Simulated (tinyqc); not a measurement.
## Capacitances against the distance to each plane

Endless row of lines of width wl, height tl and space sl between grounded planes at distance hd; e2 fills the gaps beside the lines, e1 the rest. Laplace's equation is solved on meshes of 3, 6 and 12 steps per unit u and extrapolated (Aitken), which is good to about 0.2 %. C_even (all lines at 1 V) is the capacitance Cg to the planes; C_odd (neighbours in antiphase) = Cg + 4 Cc if only nearest neighbours couple, which defines Cc; total with quiet neighbours Cg + 2 Cc. Plate values 2 eps0 e1 wl/hd and eps0 e2 tl/sl.

Values chosen for this exercise:
- e1 = 2.4 (relative permittivity above and below the lines)
- e2 = 3.9 (relative permittivity between the lines)
- wl = 4 u (line width, in units u)
- tl = 12 u (line height)
- sl = 8 u (space between lines)

Constants: eps0 = 8.8541878128e-12 F/m. Results are converted to the units shown.

The same in every row: plate Cc (aF/um) = 51.8.

Capacitances against the distance to each plane:
```
hd (u)	Cg (aF/um)	Cc (aF/um)	Cg + 2 Cc (aF/um)	C_odd (aF/um)	plate Cg (aF/um)	share of coupling, 2 Cc/(Cg + 2 Cc) (%)
2	194	39.2	272	351	85.0	28.8
3	140	43.8	227	315	56.7	38.6
4	109	47.3	204	299	42.5	46.4
5	90.0	50.1	190	290	34.0	52.7
6	76.5	52.3	181	286	28.3	57.8
8	58.8	55.7	170	282	21.3	65.4
10	47.8	58.1	164	280	17.0	70.9
```

As hd goes from 2 to 10, Cg falls from 194 to 47.8 aF/um, Cc rises from 39.2 to 58.1 aF/um and the share of coupling rises from 28.8 to 70.9 %. Cg is 2.28 times its plate value in the first row and 2.81 times in the last; for Cc the ratios are 0.756 and 1.12. Neighbours in antiphase raise the load by a factor of 1.29 and 1.71 over quiet ones. For hd = 10 the planes are farther than 0.8 of the pitch, so second neighbours couple too and Cg + 2 Cc understates the quiet load by a per cent or more.

tinyqc, about 1 s, one thread, Intel Xeon 2.30GHz (shared host): `OMP_NUM_THREADS=1 python tinyqc.py 2790180 2790181 out.jsonl`
